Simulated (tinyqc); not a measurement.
Nanosheet or nanowire with hard walls, valleys of the Si type: sweeps and comparisons. A value that a table varies takes the place of the one given here.

Six ellipsoidal valleys along the cube axes: inverse mass tensor w = 1/mt + (1/ml - 1/mt) a a^T with a the unit axis. Device axes: x along the channel, z = [001], y = z x x.

Hard walls around a W x H rectangle. The block w_c of w in (y, z) confines; the transport mass follows from 1/m_x = w_xx - w_xc w_c^-1 w_cx. The cross-section problem c (w_yy ky^2 + 2 w_yz ky kz + w_zz kz^2), c = hbar^2/2m0, is solved in products sin(n pi y/W) sin(l pi z/H), n, l = 1 to 12; if w_yz = 0 the levels are c pi^2 (w_yy n^2/W^2 + w_zz l^2/H^2). The w_yz term couples (n, l) to (n', l') by -2 c w_yz D_nn'(W) D_ll'(H) with D_nm(L) = 4 n m/(L (n^2 - m^2)) for n + m odd and 0 otherwise.

Without degeneracy the line density is N1 exp((EF - Ec)/kB T) with N1 = sum 2 g sqrt(m_x kB T/(4 pi c)) exp(-E/kB T), here over n, l up to 80 where w_yz = 0 and over all levels of a 12 x 12 sine basis otherwise; the classical value is W H Nc with Nc = 2 g_all (m_dos kB T/(4 pi c))^(3/2), m_dos = (ml mt^2)^(1/3); dVt = kB T ln(W H Nc/N1).

Constants: hbar^2/2m0 = 3.80998211 eV angstrom^2; kB = 8.617333262e-05 eV/K.

Parameters, chosen for this exercise (near those of Si; the results hold for these values, not for the real material):
- ml = 0.921 m0 (longitudinal mass)
- mt = 0.187 m0 (transverse mass)
- T = 300 K (temperature)
- g_all = 6 (number of valleys)
- channel = 110 (transport direction x on a (001) wafer)
- H = 64 angstrom (height, along z = [001])
- Ws = (30, 40, 60, 90, 140, 220, 350) angstrom (widths)
- W = 30 angstrom (width, along y)

## From wire to sheet

Valleys:
```
group  valleys g     w_yy     w_zz   |w_yz|  m_x (m0)
A              2  5.34759  1.08578  0.00000   0.18700
B              4  3.21668  5.34759  0.00000   0.55400
```

Lowest level of each group (groups ordered by w_zz, then w_yy) and dVt against the width.

Results:
```
W (angstrom)  A1 (eV)  B1 (eV)  dVt (mV)
30             0.2334   0.1835     156.6
40             0.1356   0.1247     100.7
60             0.0658   0.0827      60.3
90             0.0348   0.0640      43.5
140            0.0202   0.0553      35.6
220            0.0141   0.0516      31.5
350            0.0116   0.0501      29.1
```

dVt falls from 157 to 29 mV. The lowest group changes from B to A between W = 40 and 60 angstrom (H = 64). At the widest W the lowest level is 0.0116 eV; the film limit c pi^2 w_zz/H^2 of that group is 0.0100 eV.

## Channel direction

The same rectangle along [100] and [110]; groups ordered by w_zz, then w_yy.

Lowest level of each group:
```
channel, group  valleys g   w_yy   w_zz  |w_yz|  m_x (m0)  E (eV)
[100] A                 2  5.348  1.086   0.000     0.187  0.2334
[100] B                 2  1.086  5.348   0.000     0.187  0.0945
[100] C                 2  5.348  5.348   0.000     0.921  0.2725
[110] A                 2  5.348  1.086   0.000     0.187  0.2334
[110] B                 4  3.217  5.348   0.000     0.554  0.1835
```

The lowest subband has m_x = 0.187 m0 and 2 valleys along [100], and 0.554 m0 and 4 valleys along [110]; its edge lies at 0.0945 and 0.1835 eV. At equal energy above the edge the carriers of the [100] channel are faster by a factor 1.72.

## What each parameter does

E1 and E2 are the two lowest subband edges over all groups. Each row changes one parameter from the base and keeps the others.

Results:
```
case             E1 (eV)  E2 - E1 (meV)  m_x of lowest (m0)  dVt (mV)
base              0.1835           49.9               0.554     156.6
W = 20 angstrom   0.3515          147.3               0.554     315.5
H = 58 angstrom   0.1942           41.4               0.554     164.4
T = 350 K         0.1835           49.9               0.554     156.0
ml = 1.013 m0     0.1814           51.1               0.600     154.8
mt = 0.206 m0     0.1687           44.1               0.564     143.6
```

The largest shifts from the base row, up to three for each result and ties (the steps differ in size, so this ranks the rows, not the parameters). E1 (eV): W +0.1680, mt -0.0148, H +0.0107; unchanged at the printed digits by T. E2 - E1 (meV): W +97.4, H -8.5, mt -5.8; unchanged at the printed digits by T. m_x of lowest (m0): ml +0.046, mt +0.009; unchanged at the printed digits by W, H and T. dVt (mV): W +158.9, mt -13.0, H +7.8.

tinyqc: `OMP_NUM_THREADS=1 python tinyqc.py 1280259 1280260 out.jsonl`; about 0.02 s, one thread, shared Intel(R) Xeon(R) Processor @ 2.30GHz.
